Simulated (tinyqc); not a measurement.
Solubility, supersaturation, precipitation and gettering of an impurity in a silicon-like host: one step, computed by the program tinyqc.

The wafer was saturated at T1 and is then held at T.

Problem. Growing precipitates. Growing sinks: with y = r/r_f and y0 = r0/r_f, dy/dt = (1 - y^3)/(3 tau_f y), which integrates to t/tau_f = F(y) - F(y0), F(y) = (1/2) ln[(1 + y + y^2)/(1 - y)^2] - sqrt(3) arctan[(2y + 1)/sqrt(3)]; the share of the excess left is (1 - y^3)/(1 - y0^3), and C(t) = C_eq + (C0 - C_eq) x share.

Inputs (values chosen for the exercise, modelled on oxygen in silicon): temperature of saturation T1 = 1400 K; anneal temperature T = 1284 K; initial sink radius r0 = 6.2 nm; anneal time t = 280000 s.

final radius r_f = 74.35311 nm

tau_f = 239367.5 s

C_eq(T) = 7.739825e+16 1/cm^3

C0 = 2.470706e+17 1/cm^3

Give: radius at t; share of the excess left; C(t) with growing sinks.

Solution.

radius at t = 58.23 nm

share of the excess left = 0.5199

C(t) with growing sinks = 1.656e+17 1/cm^3

48.0 % of the excess has precipitated.
